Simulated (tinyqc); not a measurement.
# Worked calculation: energy and delay of logic against supply voltage

tinyqc, about 0.01 s, one thread, Intel Xeon 2.30GHz (shared host): `OMP_NUM_THREADS=1 python tinyqc.py 2082105 2082106 out.jsonl` Printed values are rounded.

One expression serves below and above threshold: I(Vg) = Ik [ln(1 + exp((Vg - VT + dd V)/(al nf Vt)))]^al, with I_on = I(V) and I_off = I(0). Gate delay td = kd C V/I_on, clock period LD td. Per gate and cycle the switching energy is act C V^2 and the leakage energy I_off V LD td. No short-circuit current, no variation. Minima are sought above 0.09 V; below a few Vt gates no longer switch and the model has no meaning.

Parameters, values chosen for the exercise; values of the order met in logic technologies:
```
symbol,value,unit,meaning
T,330,K,temperature
VT,0.27,V,threshold voltage at zero drain bias
nf,1.09,,slope factor
dd,0.1,,barrier lowering per volt of supply
Ik,1,uA,specific current of a gate
al,1.56,,exponent of the current law
C,0.43,fF,load capacitance of a gate
kd,0.9,,delay factor
LD,16,,logic depth
act,0.3,,activity factor
V,1.09,V,supply voltage
```

Constants: q = 1.602176634e-19 C, kB = 1.380649e-23 J/K, Vt = kB T/q. Results are converted to the units shown.

Range of the model: At a supply of a few Vt gates lose their noise margin, and variation, left out here, decides whether they work.

## Currents, delay and energies

I_on, I_off, td, clock frequency 1/(LD td), both energies and their sum.

I_on = 100.550 uA
I_off = 5.39842 nA
td = 4.19523 ps
clock frequency = 14.8979 GHz
switching energy = 153.265 aJ
leakage energy = 0.394974 aJ
energy = 153.660 aJ

I_on/I_off = 18600; leakage makes up 0.257 % of the energy.

## Starting value

V = 0.18 V.

V at the start = 0.18 V

## Iteration 1: new V

Minimum-energy supply: E(V) is the energy per gate and cycle; with h = 0.001 V, E' = (E(V + h) - E(V - h))/(2 h), E'' = (E(V - h) - 2 E(V) + E(V + h))/h^2, V(new) = V - E'/E''.

E' = 33.8904 aJ/V
E'' = 483.416 aJ/V^2
V after iteration 1 = 0.109894 V

## Iteration 2: new V

As before.

E' = -1.23235 aJ/V
E'' = 320.470 aJ/V^2
V after iteration 2 = 0.113739 V

## Course of the iteration

Stop when the step is below 1e-9 V, or after 40 iterations.

Course of the iteration:

| iteration | V before the step (V) | step (V) |
|---|---|---|
| 1 | 0.18 | -0.0701 |
| 2 | 0.109894 | 3.85e-3 |
| 3 | 0.113739 | -2.87e-4 |
| 4 | 0.113452 | -1.48e-6 |
| 5 | 0.113451 | -2.52e-10 |

Converged in 5 iterations. There leakage makes up 56.1 % of the energy and the clock runs at 12.7 MHz.
